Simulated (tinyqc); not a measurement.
Cabrera-Mott growth of a thin oxide under its own electric field: one step, computed by the program tinyqc. Command: `OMP_NUM_THREADS=1 python tinyqc.py 3005772 3005773 out.jsonl cabrera walk`. One thread of a shared host (Intel(R) Xeon(R) Processor @ 2.30GHz), about 0.01 s of CPU time with the checks.

Electrons cross the film freely and set a fixed potential V across it; the field V/x lowers the barrier for ions entering the oxide.

Question. Field and rate at the start. u = u0 exp(-W/(k_B T)), X1 = z b V/(k_B T) with V in volts and k_B T in eV; dx/dt = 2 u sinh(X1/x). Field E = V/x; the barrier is lowered by z b V/x.

Inputs (values chosen for the exercise, for a model metal):
```
quantity               value      unit
Mott potential V         1.2         V
ion charge number z        1         -
half jump distance b     1.9  angstrom
temperature T            200         K
starting thickness x0    4.2  angstrom
```

Backward hops: kept.

u = 7.701292e-15 angstrom/s

X1 = 132.2915 angstrom

Give: field; barrier lowering; rate.

Answer.

field = 28.57 MV/cm

barrier lowering = 0.5429 eV

rate = 0.3681 angstrom/s
